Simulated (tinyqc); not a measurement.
Inside a calculation. Method: UKS/PBE0 in the sto-3g basis, for H3, spin multiplicity 2. This run ends on a higher stationary point, not on the lowest solution. One step of it, computed by the program tinyqc.

Question. Orthogonalisation. S = U s U^T; canonical form X = U s^(-1/2), so that X^T S X = 1. Each column of U has its largest component positive (the first on a tie).

overlap S, lower triangle:
```
          1H 1s     2H 1s     3H 1s
1H 1s  1.000000
2H 1s  0.650721  1.000000
3H 1s  0.650711  0.650711  1.000000
```

Give: eigenvalues of S; X.

Answer.

eigenvalues of S: 0.349  0.349  2.301

X:
```
            1       2      3
1H 1s   1.196  -0.691  0.381
2H 1s  -1.196  -0.691  0.381
3H 1s   0.000   1.382  0.381
```
